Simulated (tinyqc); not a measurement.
Resistance of a tapered via with liner, size effect and interface: one step of the calculation.

A round via whose diameter grows from db at the bottom as D(z) = db + 2 z/tan(ang). The fill, of diameter D - 2 tl, starts above the bottom liner (thickness fb tl) and has rho = rho0 (1 + ks lam/(D - 2 tl)); the sidewall liner conducts in parallel with it. The bottom liner and the interface are crossed over the full area pi db^2/4. Spreading in the lines above and below is left out.

Question. Total resistance. R_fill = sum of the slices; R_bottom = rl fb tl/(pi db^2/4); R_interface = ri/(pi db^2/4); ballistic (Sharvin) limit 1/(Sb pi (db - 2 tl)^2/4); ideal cylinder rho0 hv/(pi db^2/4).

Parameters, values chosen for the exercise; fill metal close to molybdenum:
```
symbol   value      unit                                               meaning
db          40        nm                                diameter at the bottom
hv         150        nm                                                height
rho0      5.38   uohm cm                          bulk resistivity of the fill
tl         0.2        nm                                 liner on the sidewall
fb         0.5                   liner at the bottom over that on the sidewall
rl         360   uohm cm                              resistivity of the liner
ri       6e-12  ohm cm^2                   interface resistivity at the bottom
Sb      1.3e15     S/m^2  ballistic conductance per area, about 3/(4 rho0 lam)
```

| slice | slice resistance (ohm) |
|---|---|
| 0 | 0.86176019 |
| 1 | 0.79038305 |
| 2 | 0.72741869 |
| 3 | 0.67160665 |
| 4 | 0.62191237 |
| 5 | 0.57748057 |
| 6 | 0.53759943 |
| 7 | 0.50167279 |
| 8 | 0.46919840 |
| 9 | 0.43975085 |

Wanted: parts; R; shares; ballistic limit; ideal cylinder.

Answer.

parts (ohm): fill 6.1988, bottom liner 0.28648, interface 0.47746
R = 6.9627 ohm
shares (%): fill 89.028, bottom liner 4.114, interface 6.857
ballistic limit = 0.62456 ohm
ideal cylinder = 6.4219 ohm

The fill is the largest part, and R is 1.08 times the ideal cylinder. With 2000 slices R = 6.9650 ohm.

tinyqc, about 0.01 s, one thread, Intel Xeon 2.30GHz (shared host): `OMP_NUM_THREADS=1 python tinyqc.py 2750102 2750103 out.jsonl`
